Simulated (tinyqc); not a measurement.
Kinetics of strain relaxation and threading dislocations in mismatched semiconductor layers: one step, computed by the program tinyqc. Command: `OMP_NUM_THREADS=1 python tinyqc.py 3006694 3006695 out.jsonl threading walk`. One thread of a shared host (Intel(R) Xeon(R) Processor @ 2.30GHz), about 0.01 s of CPU time with the checks.

60-degree dislocations on {111} planes of a (001) layer, isotropic elasticity. The Schmid factor is 1/sqrt(6), and a misfit segment relieves strain with b/2.

Problem. Graded buffer. In steady grading, strain is fed at R_f R_g and relieved at (b/4) rho v. As a glide-limited estimate, the driving stress is taken as the mean stress of the strained top zone, whose depth z solves R_f z/2 = e_eq(z), with strain R_f z at the surface; tau_g = S R_f z/2 is its mean; then rho = 4 R_f R_g/(b m tau_g), m = v0 exp(-Q/(k_B T_g)), S = (1/sqrt 6) 2 G (1 + nu)/(1 - nu), e_eq(z) = b (1 - nu/4) [ln(z/b) + 1]/(4 pi (1 + nu) z).

Inputs (values chosen for the exercise, modelled on Si(0.7)Ge(0.3) on Si): misfit f = 0.012; shear modulus G = 60.7 GPa; Poisson ratio nu = 0.27; Burgers vector b = 3.89 angstrom; glide activation energy Q = 2 eV; velocity prefactor v0 = 26000 m/s per MPa; grading rate (misfit per thickness) R_f = 0.0022 1/micrometre; growth temperature of the buffer T_g = 1081 K; growth rate R_g = 0.1 nm/s.

Constants: k_B = 8.617333262e-05 eV/K.

Give: depth z of the strained zone; stress tau_g; thread density of the buffer; buffer thickness f/R_f.

Solution.

depth z of the strained zone = 405.3 nm

stress tau_g = 38.44 MPa

thread density of the buffer = 477.6 1/cm^2

buffer thickness f/R_f = 5.455 micrometre

Raising T_g by 50 K would lower this density by a factor 2.6: fast glide lets few threads do the work. Caution: real buffers seldom go below 1e5 /cm^2, as pile-ups and nucleation take over; this value is a lower bound.
